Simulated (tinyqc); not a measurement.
# Projection against the Weibull slope

Defects are spread at random, so -ln(1 - F) is proportional to the area: t63(A2) = t63 (A1/A2)^(1/beta), and the time to the share Fp is t63(A2) (-ln(1 - Fp))^(1/beta).

Parameters, values chosen for the exercise: area of a test capacitor A1 = 5100 um^2; gate area of the product A2 = 5.6e6 um^2; allowed share of failed products Fp = 1e-5; characteristic time of a test capacitor t63 = 25 s.

Results:

| beta | t63 of the product (s) | time to Fp (s) | decades lost to area | decades lost to the percentile |
|---|---|---|---|---|
| 0.6 | 2.139e-4 | 9.929e-13 | 5.068 | 8.333 |
| 0.9 | 0.01046 | 2.910e-8 | 3.378 | 5.556 |
| 1.2 | 0.07313 | 4.982e-6 | 2.534 | 4.167 |
| 1.5 | 0.2349 | 1.090e-4 | 2.027 | 3.333 |
| 2.1 | 0.8913 | 0.003707 | 1.448 | 2.381 |
| 2.4 | 1.352 | 0.01116 | 1.267 | 2.083 |
| 2.7 | 1.870 | 0.02630 | 1.126 | 1.852 |
| 3 | 2.423 | 0.05221 | 1.014 | 1.667 |

Estimate the missing row, beta = 1.8.

Computed row:

| beta | t63 of the product (s) | time to Fp (s) | decades lost to area | decades lost to the percentile |
|---|---|---|---|---|
| 1.8 | 0.5113 | 8.530e-4 | 1.689 | 2.778 |

With this row back in the table: Both losses go as 1/beta: together 13.4 decades at beta = 0.6 and 2.68 at 3. For small Fp only the ratio Fp/A2 counts, so ten times the area costs as much as a tenth of Fp.

Numbers from tinyqc (`OMP_NUM_THREADS=1 python tinyqc.py 2070061 2070062 out.jsonl`; about 0.01 s on one thread of a shared Intel Xeon 2.30GHz).
